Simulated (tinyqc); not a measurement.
Worked calculation: LDA (VWN5) atom on a uniform radial grid, spin-unpolarised, for F. Computed by tinyqc, a small Python program that keeps every step. Settings: Z = 9, points = 64, R = 10.0, functional = lda,vwn, mixing = 0.4, iteration cap = 78. Command: `OMP_NUM_THREADS=1 python tinyqc.py 20758 20759 out.jsonl` (the two numbers bound the seeds that draw the settings). One thread of a shared host (Intel(R) Xeon(R) Processor @ 2.60GHz), about 0.09 s of CPU time with the checks. Later iterations appear only in the table of the cycle.

## Iteration 1

Spherical atom on a uniform radial grid r_j = j h with h = R/(N + 1), h sum u^2 = 1 and integrals as h times sums, u(0) = u(R) = 0 (atomic units):

| parameter | value |
|---|---|
| Z | 9 |
| points N | 64 |
| R | 10.000000 |
| h | 0.153846 |
| mixing | 0.400000 |
| electrons in 1s | 2 |
| electrons in 2s | 2 |
| electrons in 2p | 5 |

Three-point differences turn -u''/2 + [l(l+1)/2r^2 - Z/r + V] u = e u into a tridiagonal matrix (diagonal 1/h^2 + potential, off-diagonal -1/2h^2). D = sum f u^2; the Hartree potential y/r solves y'' = -D/r with y(0) = 0, y(R) = N_e; v_xc comes from rho = D/(4 pi r^2); E = sum f e - int D V + int D (V_H/2 + eps_xc); V(new) = V + mixing (V_H + v_xc - V).

eigenvalues (hartree): 1s -29.91171, 2s -9.13701, 2p -10.63564

Every 4th grid point:

| r | V in | u(1s) | u(2s) | u(2p) | D | V_H | v_xc |
|---|---|---|---|---|---|---|---|
| 0.61538 | 0.00000 | 0.27798 | -1.24685 | 1.12182 | 9.55626 | 13.61282 | -1.32844 |
| 1.23077 | 0.00000 | 0.00608 | -0.52306 | 0.24703 | 0.85238 | 7.29960 | -0.40431 |
| 1.84615 | 0.00000 | 0.00010 | -0.09702 | 0.03218 | 0.02400 | 4.87487 | -0.10784 |
| 2.46154 | 0.00000 | 1.45e-06 | -0.01356 | 0.00338 | 0.00042 | 3.65625 | -0.02702 |
| 3.07692 | 0.00000 | 1.99e-08 | -0.00164 | 0.00032 | 5.85e-06 | 2.92500 | -0.00621 |
| 3.69231 | 0.00000 | 2.60e-10 | -0.00018 | 2.73e-05 | 6.88e-08 | 2.43750 | -0.00132 |
| 4.30769 | 0.00000 | 0 | -1.87e-05 | 2.24e-06 | 7.25e-10 | 2.08929 | -0.00027 |
| 4.92308 | 0.00000 | 0 | -1.86e-06 | 1.78e-07 | 0 | 1.82812 | -0.00005 |
| 5.53846 | 0.00000 | 0 | -1.78e-07 | 1.37e-08 | 0 | 1.62500 | 0.00000 |
| 6.15385 | 0.00000 | 0 | -1.67e-08 | 1.03e-09 | 0 | 1.46250 | 0.00000 |
| 6.76923 | 0.00000 | 0 | -1.53e-09 | 7.57e-11 | 0 | 1.32955 | 0.00000 |
| 7.38462 | 0.00000 | 0 | -1.37e-10 | 0 | 0 | 1.21875 | 0.00000 |
| 8.00000 | 0.00000 | 0 | -1.22e-11 | 0 | 0 | 1.12500 | 0.00000 |
| 8.61538 | 0.00000 | 0 | 0 | 0 | 0 | 1.04464 | 0.00000 |
| 9.23077 | 0.00000 | 0 | 0 | 0 | 0 | 0.97500 | 0.00000 |
| 9.84615 | 0.00000 | 0 | 0 | 0 | 0 | 0.91406 | 0.00000 |

total energy = -65.5210652 hartree

## Iteration 2

As before.

eigenvalues (hartree): 1s -21.49271, 2s -4.68545, 2p -5.07072

Every 4th grid point:

| r | V in | u(1s) | u(2s) | u(2p) | D | V_H | v_xc |
|---|---|---|---|---|---|---|---|
| 0.61538 | 4.91375 | 0.34133 | -1.02464 | 1.13570 | 8.78180 | 12.63140 | -1.29318 |
| 1.23077 | 2.75812 | 0.01190 | -0.75567 | 0.49197 | 2.35251 | 7.23817 | -0.55300 |
| 1.84615 | 1.90681 | 0.00033 | -0.25640 | 0.13487 | 0.22243 | 4.87248 | -0.21007 |
| 2.46154 | 1.45169 | 8.44e-06 | -0.06746 | 0.03066 | 0.01380 | 3.65617 | -0.07701 |
| 3.07692 | 1.16752 | 2.05e-07 | -0.01562 | 0.00630 | 0.00069 | 2.92500 | -0.02729 |
| 3.69231 | 0.97447 | 4.83e-09 | -0.00335 | 0.00121 | 2.97e-05 | 2.43750 | -0.00924 |
| 4.30769 | 0.83561 | 1.12e-10 | -0.00068 | 0.00022 | 1.17e-06 | 2.08929 | -0.00300 |
| 4.92308 | 0.73123 | 0 | -0.00013 | 3.98e-05 | 4.34e-08 | 1.82812 | -0.00094 |
| 5.53846 | 0.65000 | 0 | -2.53e-05 | 6.92e-06 | 1.52e-09 | 1.62500 | -0.00029 |
| 6.15385 | 0.58500 | 0 | -4.71e-06 | 1.18e-06 | 5.14e-11 | 1.46250 | -0.00009 |
| 6.76923 | 0.53182 | 0 | -8.61e-07 | 1.98e-07 | 0 | 1.32955 | -2.66e-05 |
| 7.38462 | 0.48750 | 0 | -1.55e-07 | 3.27e-08 | 0 | 1.21875 | 0.00000 |
| 8.00000 | 0.45000 | 0 | -2.76e-08 | 5.36e-09 | 0 | 1.12500 | 0.00000 |
| 8.61538 | 0.41786 | 0 | -4.85e-09 | 8.68e-10 | 0 | 1.04464 | 0.00000 |
| 9.23077 | 0.39000 | 0 | -8.35e-10 | 1.38e-10 | 0 | 0.97500 | 0.00000 |
| 9.84615 | 0.36562 | 0 | -8.55e-11 | 1.34e-11 | 0 | 0.91406 | 0.00000 |

total energy = -75.3404538 hartree

## Iteration 3

As before.

eigenvalues (hartree): 1s -17.65738, 2s -2.60848, 2p -2.58744

Every 4th grid point:

| r | V in | u(1s) | u(2s) | u(2p) | D | V_H | v_xc |
|---|---|---|---|---|---|---|---|
| 0.61538 | 7.48354 | 0.37002 | -0.85560 | 1.04631 | 7.21173 | 11.72822 | -1.21468 |
| 1.23077 | 4.32894 | 0.01584 | -0.84520 | 0.64951 | 3.53852 | 7.10848 | -0.62778 |
| 1.84615 | 3.00905 | 0.00057 | -0.40425 | 0.27427 | 0.70295 | 4.86042 | -0.29756 |
| 2.46154 | 2.30268 | 1.90e-05 | -0.15456 | 0.09915 | 0.09693 | 3.65523 | -0.13778 |
| 3.07692 | 1.85959 | 6.16e-07 | -0.05299 | 0.03298 | 0.01105 | 2.92493 | -0.06307 |
| 3.69231 | 1.55599 | 1.95e-08 | -0.01703 | 0.01041 | 0.00112 | 2.43750 | -0.02838 |
| 4.30769 | 1.33588 | 6.11e-10 | -0.00525 | 0.00317 | 0.00011 | 2.08929 | -0.01247 |
| 4.92308 | 1.16961 | 1.89e-11 | -0.00157 | 0.00094 | 9.36e-06 | 1.82812 | -0.00535 |
| 5.53846 | 1.03988 | 0 | -0.00046 | 0.00027 | 7.95e-07 | 1.62500 | -0.00225 |
| 6.15385 | 0.93596 | 0 | -0.00013 | 0.00008 | 6.53e-08 | 1.46250 | -0.00093 |
| 6.76923 | 0.85090 | 0 | -3.71e-05 | 2.22e-05 | 5.22e-09 | 1.32955 | -0.00038 |
| 7.38462 | 0.78000 | 0 | -1.04e-05 | 6.20e-06 | 4.07e-10 | 1.21875 | -0.00016 |
| 8.00000 | 0.72000 | 0 | -2.87e-06 | 1.72e-06 | 3.12e-11 | 1.12500 | -0.00006 |
| 8.61538 | 0.66857 | 0 | -7.85e-07 | 4.71e-07 | 0 | 1.04464 | -2.53e-05 |
| 9.23077 | 0.62400 | 0 | -2.06e-07 | 1.24e-07 | 0 | 0.97500 | 0.00000 |
| 9.84615 | 0.58500 | 0 | -2.78e-08 | 1.68e-08 | 0 | 0.91406 | 0.00000 |

total energy = -78.2071906 hartree

## Convergence

Stop when input and output potentials agree to 1e-7.

Course of the cycle (hartree):

| iteration | E | e(1s) | e(2s) | e(2p) | largest \|V(out) - V(in)\| |
|---|---|---|---|---|---|
| 1 | -65.5210652 | -29.91171 | -9.13701 | -10.63564 | 2.32e+01 |
| 2 | -75.3404538 | -21.49271 | -4.68545 | -5.07072 | 1.05e+01 |
| 3 | -78.2071906 | -17.65738 | -2.60848 | -2.58744 | 4.20e+00 |
| 4 | -78.7865537 | -16.09015 | -1.63901 | -1.49490 | 1.50e+00 |
| 5 | -78.8622574 | -15.51791 | -1.18214 | -1.01244 | 6.29e-01 |
| 6 | -78.8726337 | -15.30730 | -0.95505 | -0.78575 | 3.41e-01 |
| 7 | -78.8753715 | -15.21253 | -0.83282 | -0.66746 | 1.93e-01 |
| 8 | -78.8762739 | -15.16091 | -0.76373 | -0.60132 | 1.11e-01 |
| 9 | -78.8765731 | -15.13059 | -0.72400 | -0.56342 | 6.40e-02 |
| 10 | -78.8766714 | -15.11241 | -0.70103 | -0.54152 | 3.71e-02 |
| 11 | -78.8767037 | -15.10147 | -0.68772 | -0.52882 | 2.15e-02 |
| ... | ... | ... | ... | ... | ... |
| 25 | -78.8767195 | -15.08495 | -0.66924 | -0.51117 | 1.30e-05 |
| 26 | -78.8767195 | -15.08495 | -0.66923 | -0.51117 | 7.69e-06 |
| 27 | -78.8767195 | -15.08495 | -0.66923 | -0.51116 | 4.54e-06 |
| 28 | -78.8767195 | -15.08494 | -0.66923 | -0.51116 | 2.68e-06 |
| 29 | -78.8767195 | -15.08494 | -0.66923 | -0.51116 | 1.58e-06 |
| 30 | -78.8767195 | -15.08494 | -0.66923 | -0.51116 | 9.29e-07 |
| 31 | -78.8767195 | -15.08494 | -0.66923 | -0.51116 | 5.47e-07 |
| 32 | -78.8767195 | -15.08494 | -0.66923 | -0.51116 | 3.22e-07 |
| 33 | -78.8767195 | -15.08494 | -0.66923 | -0.51116 | 1.89e-07 |
| 34 | -78.8767195 | -15.08494 | -0.66923 | -0.51116 | 1.11e-07 |
| 35 | -78.8767195 | -15.08494 | -0.66923 | -0.51116 | 6.53e-08 |

Converged in 35 iterations. A uniform grid resolves the cusp poorly: for a bare nucleus this grid gives 1s at -29.91171 against -Z^2/2 = -40.5 hartree. Before convergence this energy mixes input and output and is not variational, so it may rise towards its limit.
